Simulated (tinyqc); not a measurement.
Inductance and parasitic capacitance from two readings.

Question. A loss-free coil L in parallel with C shows the apparent inductance L/(1 - w^2 L C), w = 2 pi f. Find L, C and the self-resonance 1/(2 pi sqrt(L C)).

apparent inductance at 11 and 21 GHz (nH): 1.1212500  2.2879608

Answer. The inverse of the reading is 1/L - w^2 C, a straight line in w^2.

L = 0.940 nH
C = 36.0 fF
self-resonance = 27.4 GHz

Computed by the program tinyqc: `OMP_NUM_THREADS=1 python tinyqc.py 2302206 2302207 out.jsonl`, one thread of a shared Intel Xeon 2.30GHz, about 0.01 s for the whole run.
